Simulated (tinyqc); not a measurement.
Small-signal admittance of a forward-biased p+-n diode: one step of the calculation.

Holes injected into a neutral base of width wb with an ohmic contact at its end; low injection, p0 far above the equilibrium density. A small voltage v exp(i w t), w = 2 pi f, modulates the edge density by p0 v/Vt, and the small-signal density obeys Dp d2p/dx2 = (1/tau + i w) p.

Task. Closed-form admittance. L = sqrt(Dp tau); direct current J = (q Dp p0/L) coth(wb/L); k = sqrt(1 + i w tau)/L; diffusion admittance Y = (q Dp p0/Vt) k coth(k wb) = G + i w C_diff; junction capacitance C_j = sqrt(q eps0 eps_r Nd/(2 Vr)) in the depletion approximation, with the remaining barrier Vr = Vt ln(Na/p0), a rough value under forward bias; base-width modulation is left out.

Inputs (values chosen for the exercise); permittivity close to that of silicon:
```
symbol,value,unit,meaning
T,300,K,temperature
eps_r,11.7,,relative permittivity
Nd,3.2e16,cm^-3,donor density of the base
Dp,8.6,cm^2/s,hole diffusion coefficient
tau,7e-9,s,hole lifetime
wb,0.27,um,width of the neutral base
p0,1.5e14,cm^-3,excess hole density at the junction edge
Na,3e19,cm^-3,acceptor density of the p+ side
f,4.9e8,Hz,signal frequency
```

Constants: q = 1.602176634e-19 C, kB = 1.380649e-23 J/K, Vt = kB T/q, eps0 = 8.8541878128e-14 F/cm where lengths are in cm. Results are converted to the units shown.

Give: L; J; k wb; Y; C_diff; C_j.

Result.

L = 2.4536 um
J = 7.6857 A/cm^2
k wb = 0.36971+0.35295i
Y = 297.74+25.71i S/cm^2
C_diff = 0.0083495 uF/cm^2
C_j = 0.091738 uF/cm^2

G is 1.00 times its low-frequency value J/Vt, and C_diff is 0.0910 times C_j.

tinyqc, about 0.01 s, one thread, Intel Xeon 2.30GHz (shared host): `OMP_NUM_THREADS=1 python tinyqc.py 2890166 2890167 out.jsonl`
